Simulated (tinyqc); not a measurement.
## Stress and current directions compared

A cubic crystal with three pairs of conduction valleys along x, y and z; non-degenerate electrons, one relaxation time, masses unchanged. Stress s_ij = X a_i a_j with a the unit vector along the stress; strain e_ii = s11 s_ii + s12 (s_jj + s_kk), e_ij = s44 s_ij/2. Valley shift dE = Xu (n.e.n - trace(e)/3) with n the valley axis; share f proportional to exp(-dE/Vt). Inverse mass along the current d: (n.d)^2/ml + (1 - (n.d)^2)/mt; mu/mu0 = sum f (1/m) over the plain mean of 1/m. Rows: direction of the stress, of size |X|; columns: direction of the current and sign.

Inputs (values chosen for the exercise); values close to those of silicon:

| symbol | value | unit | meaning |
|---|---|---|---|
| T | 293 | K | temperature |
| s11 | 7.53 | 1/TPa | compliance |
| s12 | -2.19 | 1/TPa | compliance |
| s44 | 12.9 | 1/TPa | compliance |
| Xu | 8.66 | eV | shear deformation potential |
| ml | 0.915 | m0 | longitudinal mass |
| mt | 0.197 | m0 | transverse mass |
| X | -130 | MPa | uniaxial stress (tension positive) |

Constants: q = 1.602176634e-19 C, kB = 1.380649e-23 J/K, Vt = kB T/q. Results are converted to the units shown.

mu/mu0:
```
,"I [100], tension","I [100], compression","I [110], tension","I [110], compression"
[100],1.0941,0.89151,1.0235,0.97288
[110],1.0264,0.97540,1.0264,0.97540
[001],0.95296,1.0542,0.95296,1.0542
[111],1.0000,1.0000,1.0000,1.0000
```

What does the table show?

The largest gain, 1.09, is for stress along [100], tension, current along [100]; the largest loss, 0.892, for [100], compression, current along [100]. Entries equal to one are cases in which the valleys are not split or have equal mass along the current.

Program tinyqc, `OMP_NUM_THREADS=1 python tinyqc.py 2530095 2530096 out.jsonl`; Intel Xeon 2.30GHz, shared host, one thread, about 0.01 s.
